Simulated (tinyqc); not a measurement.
Film and buried-oxide thickness from two coupling ratios.

Problem. In a depleted film -dVT/dVb is k1 = Cs Cbox/(Cox (Cs + Cbox)) for a front channel and k2 = Cbox (Cox + Cs)/(Cox Cs) for a back channel, with Cox = eps0 eox/tox, Cs = eps0 eps_r/ts, Cbox = 3.9 eps0/tb. Find ts and tb.

Inputs (values chosen for the exercise); band and dielectric values those of a made-up semiconductor:

| symbol | value | unit | meaning |
|---|---|---|---|
| eps_r | 11.1 |  | relative permittivity |
| eox | 3.9 |  | relative permittivity of the gate insulator (close to silicon dioxide) |
| tox | 2.1 | nm | insulator thickness |

coupling ratios for a front and a back channel: 0.034672021  0.11906371

Solution. With y = Cox/Cs and z = Cox/Cbox, 1/k1 = y + z and k2 = (1 + y)/z, so y = (k2/k1 - 1)/(1 + k2); the thicknesses follow from y and z.

ts = 13.00 nm
tb = 56.00 nm

Program tinyqc, `OMP_NUM_THREADS=1 python tinyqc.py 2190105 2190106 out.jsonl`; Intel Xeon 2.30GHz, shared host, one thread, about 0.5 s.
